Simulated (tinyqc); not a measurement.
What each parameter does: k.p values derived from sp3s* tight binding at Gamma.

At Gamma the states are two-level mixtures: s-like S+ (upper) and S- (lower) from [[Esa, Vss], [Vss, Esc]], p-like P- (valence) and P+ from [[Epa, Vxx], [Vxx, Epc]], and the bare s* levels. With real k in 1/angstrom and kz = 0, the phase sums over the four bonds are g0 = 1 - (a k/4)^2/2, g1 = i a kx/4, g3 = -(a/4)^2 kx ky to second order. Each mixture is written (anion, cation) with the anion part positive. c = hbar^2/2m0. No spin-orbit coupling.

Recipe: P = (a/4)(sa pc Vsapc + sc pa Vscpa) between an s and a p state ((a/4) pc Vxapc and (a/4) pa Vpaxc for s*), Ep = P^2/c for S+ to P-; m0/m = [-(a/4)^2 sa sc Vss + sum P^2/(E(S+) - E(P))]/c; L = d0 + F, M = d0 + H1, N = dN + F + H1 with d0 = -(a/4)^2 pa pc Vxx, dN = -2 (a/4)^2 pa pc Vxy, F = sum P^2/(E(P-) - E(s)) over the four s-like states, H1 = Q^2/(E(P-) - E(P+)), Q = (a/4) Vxy (pa p'c - pc p'a); g1 = -(L + 2M)/(3c), g2 = -(L - M)/(6c), g3 = -N/(6c).

Constants: hbar^2/2m0 = 3.80998211 eV angstrom^2.

Parameters, chosen for this exercise (near a published set for Ge, fitted to gaps, whose masses and valley positions are rough; the results hold for these values, not for the real material):
- a = 5.655 angstrom (lattice constant)
- Esa = -5.929 eV (s level of the anion)
- Epa = 1.613 eV (p level of the anion)
- Esc = -5.929 eV (s level of the cation)
- Epc = 1.613 eV (p level of the cation)
- Exa = 6.426 eV (s* level of the anion)
- Exc = 6.426 eV (s* level of the cation)
- Vss = -6.732 eV (s-s)
- Vxx = 1.625 eV (px-px)
- Vxy = 4.928 eV (px-py)
- Vsapc = 5.518 eV (s anion, p cation)
- Vscpa = 5.518 eV (s cation, p anion)
- Vxapc = 5.264 eV (s* anion, p cation)
- Vpaxc = 5.264 eV (p anion, s* cation)

The recipe applied anew.

Results for these values:
```
case,EG (eV),Ep (eV),m (m0),g1,g2,g3
base,0.8150,15.973,0.0561,9.473,2.989,3.865
```

What happens to each result for Esa = -5.779 eV, all else kept?

Answer: EG rises from 0.8150 to 0.8904; Ep falls from 15.973 to 15.972; m rises from 0.0561 to 0.0618; g1 falls from 9.473 to 8.919; g2 falls from 2.989 to 2.713; g3 falls from 3.865 to 3.588.

The same for each parameter in turn:
```
case,EG (eV),Ep (eV),m (m0),g1,g2,g3
base,0.8150,15.973,0.0561,9.473,2.989,3.865
Exc = 6.276 eV,0.8150,15.973,0.0561,9.482,2.994,3.870
Vscpa = 5.368 eV,0.8150,15.542,0.0578,9.296,2.901,3.777
a = 5.705 angstrom,0.8150,16.257,0.0551,9.641,3.043,3.934
Esc = -5.779 eV,0.8904,15.972,0.0618,8.919,2.713,3.588
Vxx = 1.775 eV,0.9650,15.973,0.0676,8.180,2.528,3.294
Vsapc = 5.668 eV,0.8150,16.410,0.0544,9.651,3.079,3.955
Esa = -5.779 eV,0.8904,15.972,0.0618,8.919,2.713,3.588
```

Exc acts through the s* states, which enter F alone and leave EG, Ep and m.

Computed by tinyqc, a small Python program: `OMP_NUM_THREADS=1 python tinyqc.py 1450001 1450002 out.jsonl` (the numbers bound the seed that draws the inputs); one thread of a shared host (Intel(R) Xeon(R) Processor @ 2.30GHz), about 0.01 s for the whole set of steps.
